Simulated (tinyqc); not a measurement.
Free-carrier optics of a doped semiconductor (Drude model): one step. Dielectric function at one energy. Two cases, with inputs chosen for the exercise.

Task: Insert the numbers.

eps(E) = ei [1 - Ep^2/(E^2 + i E Gam)], with Ep^2 = 8 pi c (e^2/(4 pi eps0)) N/(m ei), c = hbar^2/2m0, N in 1/angstrom^3 (1e-24 per 1/cm^3); Gam = hbar/tau, tau = mu m m0/e with m0/e = 5.685630e-12 kg/C and mu in m^2/(V s). Energies in meV.

Case 1.

Values chosen (out of a larger set: mass and dielectric values near those of Si; N and mu are free inputs; interband absorption and the rise of the mass with filling are left out; not measured data): E = 79.8 meV (photon energy); ei = 11.7 (high-frequency dielectric constant).

Ep = 31.7005 meV
Gam = 24.9284 meV

Case 2.

Values chosen (out of a larger set: mass and dielectric values near those of Si; N and mu are free inputs; interband absorption and the rise of the mass with filling are left out; not measured data): E = 41.5 meV (photon energy); ei = 11.65 (high-frequency dielectric constant).

Ep = 96.6636 meV
Gam = 96.7148 meV

Give: free-carrier term; eps.

Result:

Case 1.

free-carrier term = -1.6822+0.5255i
eps = 10.0178+0.5255i

Case 2.

free-carrier term = -9.8281+22.9041i
eps = 1.8219+22.9041i

Computed by tinyqc, one run a case: `OMP_NUM_THREADS=1 python tinyqc.py N N+1 out.jsonl` with N = 1680011, 1680843; one thread of a shared Intel(R) Xeon(R) Processor @ 2.30GHz, about 0.01 s a run at most.
